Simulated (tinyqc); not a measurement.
## Permittivity and interface capacitance from two thicknesses

Problem. 1/C = t/(eps0 ek) + 2/ci for planar capacitors that differ only in thickness. Find ek, ci and the EOT of the interfaces, 2 x 3.9 eps0/ci.

Constants: eps0 = 8.8541878128e-14 F/cm where lengths are in cm. Results are converted to the units shown.

C at t = 6.6 and 20 nm (uF/cm^2): [1.0375388, 0.34286450]

Solution. 1/C is a straight line in t: the slope gives ek and the intercept 2/ci. A single thickness would give only the effective permittivity; when the interfaces are a small part of 1/C, ci needs very accurate data.

ek = 7.75
ci = 1.00e3 uF/cm^2
EOT of the interfaces = 0.00691 nm

Numbers from tinyqc (`OMP_NUM_THREADS=1 python tinyqc.py 2102063 2102064 out.jsonl`; about 0.01 s on one thread of a shared Intel Xeon 2.30GHz).
